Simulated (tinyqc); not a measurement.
Circular transfer-length structure: one step of the calculation.

A disc contact of radius r0 and a very wide ring contact from r1 = r0 + sp outwards lie on a thin layer; the metal has no resistance and the sheet resistance under the contacts equals Rsh.

Problem. The three parts of the resistance. Transfer length Lt = sqrt(rc/Rsh). R = (Rsh/2 pi) [(Lt/r0) I0(r0/Lt)/I1(r0/Lt) + ln(r1/r0) + (Lt/r1) K0(r1/Lt)/K1(r1/Lt)] with modified Bessel functions; for r0 >> Lt both ratios tend to 1.

Values chosen for this exercise: sheet resistance of the semiconductor layer Rsh = 2500 ohm/sq; specific contact resistivity rc = 2.3e-8 ohm cm^2; radius of the inner contact r0 = 0.8 um; gap between the contacts sp = 0.92 um.

Give: Lt; I0/I1; K0/K1; inner contact; gap; outer contact; R.

Solution.

Lt = 0.03033 um
I0/I1 = 1.020
K0/K1 = 0.9913
inner contact = 15.38 ohm
gap = 304.6 ohm
outer contact = 6.956 ohm
R = 326.9 ohm

The contacts make up 6.83 % of R.

tinyqc, about 0.01 s, one thread, Intel Xeon 2.30GHz (shared host): `OMP_NUM_THREADS=1 python tinyqc.py 2760058 2760059 out.jsonl`
